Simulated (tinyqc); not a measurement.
Fermi velocity from one capacitance.

Problem. At zero temperature and without traps graphene has Cq = 2 q^3 phi/(pi hbar^2 vF^2), charge Cq phi/2, 1/C_G = 1/Cox + 1/Cq and Vg = phi + Cq phi/(2 Cox). Find Cq, phi, vF and n.

Constants: q = 1.602176634e-19 C, hbar = 1.054571817e-34 J s. Results are converted to the units shown.

Vg = 0.43229090 V
C_G = 2.2156319 uF/cm^2
Cox = 3.8874101 uF/cm^2

Answer. The series relation gives Cq, the voltage relation phi = Vg/(1 + Cq/(2 Cox)), and the formula for Cq then vF.

Cq = 5.152 uF/cm^2
phi = 0.2600 V
vF = 1.090e6 m/s
n = 4.180e12 cm^-2

Computed by the program tinyqc: `OMP_NUM_THREADS=1 python tinyqc.py 2200134 2200135 out.jsonl`, one thread of a shared Intel Xeon 2.30GHz, about 0.01 s for the whole run.
